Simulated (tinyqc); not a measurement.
Implant damage, amorphisation by cascade overlap, and solid-phase epitaxial regrowth: one step, computed by the program tinyqc. Command: `OMP_NUM_THREADS=1 python tinyqc.py 3113677 3113678 out.jsonl sper walk`. One thread of a shared host (Intel(R) Xeon(R) Processor @ 2.30GHz), about 0.01 s of CPU time with the checks.

Range and width of the damage are inputs. Dynamic annealing enters only through the surviving share f.

Problem. Damage energy and displacements per ion. Robinson partition: eps = E a M2/(Z1 Z2 (e^2/(4 pi eps_0)) (M1 + M2)), a = 0.8853 a_0/sqrt(Z1^(2/3) + Z2^(2/3)); k = 0.0793 Z1^(2/3) Z2^(1/2) (M1 + M2)^(3/2)/((Z1^(2/3) + Z2^(2/3))^(3/4) M1^(3/2) M2^(1/2)); damage energy T_d = E/(1 + k (eps + 0.40244 eps^(3/4) + 3.4008 eps^(1/6))); displacements nu = 0.8 T_d/(2 E_d).

Inputs (values chosen for the exercise, modelled on arsenic ions in germanium): ion Z1 = 33; ion mass M1 = 74.9 u; target Z2 = 32; target mass M2 = 72.63 u; ion energy E = 38 keV; displacement energy E_d = 16 eV.

Constants: a_0 = 0.529177210903 angstrom; e^2/(4 pi eps_0) = 14.39964548 eV angstrom.

Give: reduced energy eps; k; damage energy T_d; T_d/E; displacements per ion nu.

Solution.

reduced energy eps = 0.12771

k = 0.15614

damage energy T_d = 26.947 keV

T_d/E = 0.70912

displacements per ion nu = 673.67

29 % of the energy goes to electrons.
